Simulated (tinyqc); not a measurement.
Wafer bonding and layer transfer: bond energy, gap closing, particles, bonding of dissimilar wafers and hydrogen blisters: one step, computed by the program tinyqc. Command: `OMP_NUM_THREADS=1 python tinyqc.py 3028071 3028072 out.jsonl bond walk`. One thread of a shared host (Intel(R) Xeon(R) Processor @ 2.30GHz), about 0.01 s of CPU time with the checks.

gamma is the energy per area of each of the two surfaces; plates are isotropic.

Problem. Bond energy from the blade test. Two cantilevers opened by t_b: gamma = 3 t_b^2 E1 t1^3 E2 t2^3/(16 L^4 (E1 t1^3 + E2 t2^3)).

Inputs (values chosen for the exercise, with wafer 1 close to silicon): Young's modulus E1 = 148 GPa; Young's modulus E2 = 101 GPa; thickness t1 = 625 micrometre; thickness t2 = 500 micrometre; blade thickness t_b = 50 micrometre; crack length L = 14.4 mm.

Pair: two different wafers.

Give: bond energy gamma.

Solution.

bond energy gamma = 0.10200 J/m^2

An error of 5 % in L changes gamma by about 20 %. This is the level of van der Waals or hydrogen bonds, as after contact at room temperature.
